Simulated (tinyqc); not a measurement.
Strained quantum well: band edges, subbands and transparency, step by step. Values are carried at full precision from step to step, so a last printed digit may differ when a step is redone from the rounded ones.

Growth on (001), barriers unstrained: tr(e) = e (2 - nu2), Z = b e (1 + nu2); Ec = Ev + Eg + ac tr(e), E_HH = Ev + av tr(e) + Z, E_LH = Ev + av tr(e) - Z (coupling to the split-off band left out).

Constants: hbar^2/2m0 = 3.80998211 eV angstrom^2; hc = 1239.841984 eV nm; kB = 8.617333262e-05 eV/K.

Inputs chosen for the exercise (near those of an InGaAs/AlGaAs well; the results hold for these values, not for the real material): e = -0.0183 (strain in the plane); nu2 = 0.958 (2 C12/C11); Eg = 1.049 eV (unstrained gap of the well); Ev = -0.745 eV (its valence edge); ac = -6.63 eV; av = 1.12 eV (Ev moves by av tr(e)); b = -1.95 eV (shear potential); Egb = 1.666 eV (gap of the barrier); Evb = -0.905 eV (its valence edge); L = 42 angstrom (well width); me = 0.0546 m0 (electron mass); g1 = 10.37 (gamma1); g2 = 3.73 (gamma2); meb = 0.084 m0; g1b = 6.3; g2b = 1.8; T = 300 K (temperature); Br = 2.1 x 1e-4 cm^2/s (two-dimensional radiative coefficient).

## Strained band edges and offsets

Give tr(e), Z, the edges Ec, E_HH, E_LH and the well depths against the barrier.

tr(e) = -0.01907
Z = 0.0699 eV

Ec, E_HH, E_LH (eV): 0.4304  -0.6965  -0.8362

depths for e, HH, LH (eV): 0.3306  0.2085  0.0688

The well is under compression, which puts HH on top, by 140 meV; the gap becomes 1.1269 eV, +78 meV from the unstrained one.

## Subband edges

Masses along z: me, 1/(g1 - 2 g2) for HH, 1/(g1 + 2 g2) for LH, likewise in the barrier; in the plane me, 1/(g1 + g2) for HH and 1/(g1 - g2) for LH (no mixing, which understates the hole masses away from k = 0). Level n solves k L + 2 atan[(k/m)/(kappa/mb)] = n pi, k = sqrt(m E/c), kappa = sqrt(mb (V - E)/c), c = hbar^2/2m0.

Up to three electron, four HH and two LH levels, on the common energy scale, with their masses in the plane.

Subbands:
```
level,E (eV),m in the plane
e1,0.5429,0.0546
hh1,-0.7296,0.0709
hh2,-0.8221,0.0709
lh1,-0.8790,0.1506
```

lowest transition = 1.2725 eV
wavelength hc/E = 974.4 nm

The top hole level is hh1, so the edge is mainly TE polarised; hh2 lies 92 meV lower.

## Transparency density

Transparency (Bernard-Duraffourg): Fc - Fv equals the lowest transition energy with n = p, n = sum m/(2 pi c) kB T ln(1 + exp((Fc - E)/kB T)) and p likewise over the listed subbands; c = hbar^2/2m0, 1/angstrom^2 = 1e16/cm^2.

Solve for u = (Fc - e1)/kB T; give n_tr, the share of holes in the top subband and the current e Br n_tr^2 (e = 1.602177e-19 C).

u = 0.213
n_tr = 0.475 x 1e12/cm^2
share = 0.955
current density = 7.6 A/cm^2

For mirror-image bands u = 0 and n_tr = me kB T ln2/(2 pi c) = 0.409 x 1e12/cm^2; the heavier or more numerous hole states raise it by a factor 1.16.

## Checks

- Transparency for equal single subbands against m kB T ln2/(2 pi c): both 0.3743.

Program tinyqc; command `OMP_NUM_THREADS=1 python tinyqc.py 1281490 1281491 out.jsonl`; about 0.01 s on one thread of a shared Intel(R) Xeon(R) Processor @ 2.30GHz.
